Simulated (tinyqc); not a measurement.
Changing the gate overdrive V_G - V_T: inversion-layer mobility, back-scattering and ballistic limit of a field-effect transistor. Computed by tinyqc, a small Python program. Command: `OMP_NUM_THREADS=1 python tinyqc.py 3019390 3019391 out.jsonl mos sweep`. One thread of a shared host (Intel(R) Xeon(R) Processor @ 2.30GHz), about 0.01 s of CPU time with the checks.

The charge at the top of the source barrier is fixed by the gate; series resistance and short-channel effects are left out. F_j are Fermi integrals normalised to exp(eta) in the classical limit.

Inputs (values chosen for the exercise, modelled on a strained silicon n-channel): transport mass m = 0.18 m_0; valley degeneracy g_v = 2; weight w of the inversion charge = 0.5; permittivity eps = 11.7; phonon mobility at 1 MV/cm and 300 K, mu_ph = 600 cm^2/(V s); roughness mobility at 1 MV/cm, mu_sr = 2200 cm^2/(V s); Coulomb mobility at N_inv = 1e12/cm^2, mu_C = 1100 cm^2/(V s); electrical oxide thickness t_inv = 4.3 nm; depletion charge N_dep = 3.2e+11 1/cm^2; drain voltage V_D = 0.81 V; channel length L = 27 nm; exponent a of the critical length = 0.84; temperature T = 77 K.

Statistics at the top of the barrier: Fermi-Dirac.

Constants: eps_0 = 8.8541878128e-12 F/m; e = 1.602176634e-19 C; m_0 = 9.1093837015e-31 kg; k_B = 1.380649e-23 J/K; hbar = 1.054571817e-34 J s; k_B = 8.617333262e-05 eV/K.

Method:
- N_inv = 3.9 eps_0 (V_G - V_T)/(e t_inv); effective field E_eff = e (N_dep + w N_inv)/(eps eps_0).
- mu_phonon = mu_ph (E_eff/1 MV/cm)^(-0.3) (T/300 K)^(-1.75); mu_rough = mu_sr (E_eff/1 MV/cm)^(-2); mu_Coulomb = mu_C (N_inv/1e12 cm^-2) (T/300 K); Matthiessen's rule adds 1/mu.
- F_j(eta) = (1/Gamma(j + 1)) int_0^infinity x^j/(1 + exp(x - eta)) dx, F_0 = ln(1 + exp(eta)). Integrals over x = E/(k_B T) use 160 Gauss-Legendre points in u = sqrt(x) from 0 to sqrt(max(eta, 0) + 32).
- Ballistic channel: N_2D = g_v m k_B T/(pi hbar^2), U = e V_D/(k_B T); eta_F solves N_inv = (N_2D/2)[F_0(eta_F) + F_0(eta_F - U)]; v_T = sqrt(2 k_B T/(pi m)); I/W = e (N_2D/2) v_T [F_1/2(eta_F) - F_1/2(eta_F - U)]; injection velocity v_T F_1/2(eta_F)/F_0(eta_F).
- Mean free path lambda = (2 k_B T/e)(mu/v_T) F_0(eta_0)/F_-1/2(eta_0), with eta_0 from N_inv = N_2D F_0(eta_0); critical length l = L (1 + U)^(-a), an empirical rule; back-scattering r = l/(l + lambda). Then eta solves N_inv = (N_2D/2)[(1 + r) F_0(eta) + (1 - r) F_0(eta - U)] and I/W = e (N_2D/2) v_T (1 - r)[F_1/2(eta) - F_1/2(eta - U)].
- Ballistic ratio: I over the ballistic current. Apparent mobility 1/(1/mu + 1/mu_B), mu_B = mu L/lambda.

One run for each value; columns: (1) gate overdrive V_G - V_T (V); (2) current I/W (microampere/micrometre); (3) ballistic current I/W (microampere/micrometre); (4) effective mobility mu (cm^2/(V s)); (5) injection velocity (1e7 cm/s); (6) ballistic ratio:
```
(1)      (2)     (3)     (4)     (5)      (6)
0.10    45.1    59.4   140.0  0.7400  0.75940
0.24   150.8   169.9   329.0  0.8817  0.88761
0.38   289.7   311.8   507.1  1.0216  0.92918
0.51   445.0   469.2   660.2  1.1457  0.94840
0.65   637.4   663.6   809.0  1.2713  0.96053
0.79   852.8   880.9   938.9  1.3885  0.96812
0.92  1071.4  1101.4  1040.8  1.4907  0.97284
1.10  1400.9  1433.6  1151.0  1.6230  0.97717
1.20  1596.4  1630.9  1196.7  1.6924  0.97885
```

What does the table show, and why?

Over the rows, current I/W (microampere/micrometre) rises from 45.1 to 1600 (exponent d ln y / d ln x 1.4 between the first rows and 1.5 between the last); ballistic current I/W (microampere/micrometre) rises from 59.4 to 1630 (exponent d ln y / d ln x 1.2 between the first rows and 1.5 between the last); effective mobility mu (cm^2/(V s)) rises from 140 to 1200 (exponent d ln y / d ln x 0.98 between the first rows and 0.45 between the last). At the high end the exponent of ballistic current I/W is 1.48, close to 1.5: the Fermi velocity grows as N^(1/2).

Caution (rows 0.100): the current exceeds the long-channel drift law, so the empirical rule for l, meant for short channels, is too generous here. Caution (rows 0.510, 0.650, 0.790, 0.920, 1.10, 1.20): in a degenerate gas the layer that can return carriers is set by E_F rather than k_B T, so l is underestimated.
